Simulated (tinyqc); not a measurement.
# Self-heating of a transistor with one or more fingers, with temperature-dependent conductivity, step by step

A worked calculation. Computed by tinyqc, a small Python program that keeps every step. Command: `OMP_NUM_THREADS=1 python tinyqc.py 3001325 3001326 out.jsonl selfheat walk`. One thread of a shared host (Intel(R) Xeon(R) Processor @ 2.30GHz), about 0.08 s of CPU time with the checks. Intermediate numbers are printed to about 7 digits and carried at full precision; extremes and crossings named in words are read from the listed rows.

N long parallel fingers lie on the top face of a slab whose bottom is held at T_0; the top is otherwise insulated, and heat flows in two dimensions. P in W/mm is 1000 P in W/m.

Inputs (values chosen for the exercise, modelled on gallium oxide): conductivity at the base temperature kappa_0 = 23.2 W/(m K); exponent m in kappa ~ T^-m = 1.16; base temperature T_0 = 300 K; power per gate width P = 0.64 W/mm; fingers N = 6; finger pitch s = 25 micrometre; width of the heat source w = 0.14 micrometre; substrate thickness t = 370 micrometre; phonon free path Lambda = 24 nm; heat capacity C = 3.37 1e6 J/(m^3 K); pulse length = 13 microsecond.

Power: fixed power.

## Geometry factors

A line source of power P on the top face raises the top at distance x by (P/(pi kappa_0)) g(x), g(x) = -ln tanh(pi x/(4 t)) (the image sum for the slab). On a strip of width w the centre sees the mean of g over the strip, g_0 = 1 + ln(8 t/(pi w)) for w much below t.

own factor g_0 = 9.814328

g(j s), j = 1..7: [2.937130, 2.246790, 1.845978, 1.564761, 1.349844, 1.177449, 1.034853]

## Linear temperature rise of each finger

theta_i = (P/(pi kappa_0)) [g_0 + sum over j != i of g(|i - j| s)], with equal powers and constant conductivity; thermal resistance = largest theta/P.

theta of each finger (K): [173.5015, 187.4394, 193.4283, 193.4283, 187.4394, 173.5015]

largest theta = 193.4283 K

thermal resistance = 302.2317 K mm/W

The neighbours supply 55 % of the rise of the hottest finger, which runs 19.9 K above the outer ones.

## Correction for the falling conductivity

Kirchhoff transformation for kappa = kappa_0 (T/T_0)^-m: T = T_0 [1 - (m - 1) theta/T_0]^(-1/(m - 1)), where theta is the linear rise. The bracket vanishes at the power P T_0/((m - 1) theta).

peak temperature = 592.4586 K

true rise = 292.4586 K

true rise / linear rise = 1.511974

power at which the formula diverges = 6.203849 W/mm

The falling conductivity adds 51.2 % to the rise.

## Extra rise from ballistic phonons

Near a source smaller than the free path, Fourier's law overstates the flow. Rough estimate: a strip that emits phonons into a half space adds a resistance times area of 4 Lambda/(3 kappa_0), from the ballistic flux C v Delta T/4 with kappa_0 = C v Lambda/3, so Delta T_b = 4 Lambda P/(3 kappa_0 w); Knudsen number Lambda/w.

Knudsen number = 0.1714286

ballistic rise Delta T_b = 6.305419 K

Delta T_b / largest theta = 0.03259822

By this estimate the ballistic term is at most a fifth of the Fourier rise.

## Rise at the end of a pulse

After switching on, theta(tau) = (P D/kappa_0) int_0^tau X(u) Z(u) du at the hottest finger, D = kappa_0/C; X = sum over fingers at distance x of [erf((x + w/2)/r) - erf((x - w/2)/r)]/(2 w), Z = sum_(j=-200..200) (-1)^j exp(-(2 j t/r)^2)/sqrt(pi D u), r = 2 sqrt(D u); trapezoid rule on 300 points evenly spaced in ln u from u_0 = 1e-3 min(tau, w^2/D) to tau, plus the exact piece 2 sqrt(u_0/(pi D))/w below u_0. Conductivity and power are held at their base values here, and Fourier's law is used even where the diffusion length is near a phonon free path.

diffusivity D = 6.884273 micrometre^2/microsecond

diffusion length sqrt(D tau) = 9.460209 micrometre

linear rise after the pulse = 56.031 K

share of the steady rise = 0.2897

## Rise against time

The formulas are those given above.

Heating curve:
```
time (microsecond)  sqrt(D time) (micrometre)  rise (K)  share of the steady rise
0.02                                0.3710599    26.992                    0.1395
0.2                                  1.173394    37.089                    0.1917
2                                    3.710599    47.198                     0.244
20                                   11.73394    58.869                    0.3043
200                                  37.10599    88.798                    0.4591
990                                  82.55562    124.68                    0.6446
4000                                 165.9430    160.02                    0.8273
12000                                287.4218    184.56                    0.9542
30000                                454.4537    192.75                    0.9965
```

Half the steady rise is reached between 200 and 990 microseconds, and the last row holds 99.7 % of it; the slowest time constant is 4 t^2/(pi^2 D) = 8060 microseconds. While the diffusion length lies between w and the pitch or thickness, the rise grows as the logarithm of time; once it nears the pitch of 25 micrometre the neighbours add their heat.

Checks made by the program: g(s) against the alternating image sum (relative difference 4e-07); Kirchhoff integral of kappa/kappa_0 from T_0 to T (relative difference below 1e-10); long-time limit against the steady rise (relative difference 2e-05).
